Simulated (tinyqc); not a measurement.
Ellipsometry and reflectance of a transparent film on an absorbing substrate: two steps of the calculation.

Air (index 1), film, substrate with N2 = n2 - i k2; time factor exp(+i w t). q_j = sqrt(N_j^2 - sin^2 th), root with positive real part. Fresnel coefficients r_s = (q_a - q_b)/(q_a + q_b), r_p = (N_b^2 q_a - N_a^2 q_b)/(N_b^2 q_a + N_a^2 q_b). tan(Psi) exp(i Delta) = R_p/R_s, Delta taken from 0 to 360 degrees.

Inputs (values chosen for the exercise); indices close to those of silicon nitride on silicon:
- lam = 800 nm (wavelength)
- th = 70 degrees (angle of incidence)
- n1 = 2.029 (index of the transparent film)
- d = 5.7 nm (film thickness)
- n2 = 3.692 (index of the substrate)
- k2 = 0.0065 (extinction coefficient of the substrate)

Question 1. Interface coefficients and thickness period. q0, q1, q2 and the coefficients r01 and r12 for p and s; the results repeat in d with the period lam/(2 q1).

Give: q0; q1; q2; r01,p; r01,s; r12,p; r12,s; period.

Answer 1.

q0 = 0.34202
q1 = 1.7983
q2 = 3.5704-0.0067i
r01,p = -0.12171
r01,s = -0.68040
r12,p = 0.25027-0.00077i
r12,s = -0.33009+0.00084i
period = 222.43 nm

Question 2. Psi, Delta and reflectances. beta = 2 pi d q1/lam, X = exp(-2 i beta), R = (r01 + r12 X)/(1 + r01 r12 X) for p and s.

q1 = 1.7982822
r01,p = -0.12170933
r01,s = -0.68040016
r12,p = 0.25027059-0.00076799i
r12,s = -0.33008692+0.00083870i

Wanted: beta; X; R_p; R_s; Psi; Delta; |R_p|^2; |R_s|^2.

Answer 2.

beta = 0.08050 rad
X = 0.9871-0.1603i
R_p = 0.1289-0.0428i
R_s = -0.8242+0.0193i
Psi = 9.353 degrees
Delta = 163.0 degrees
|R_p|^2 = 0.01844
|R_s|^2 = 0.6796

The bare substrate gives Psi = 9.129 and Delta = 179.67 degrees.

Numbers from tinyqc (`OMP_NUM_THREADS=1 python tinyqc.py 2870198 2870199 out.jsonl`; about 0.01 s on one thread of a shared Intel Xeon 2.30GHz).
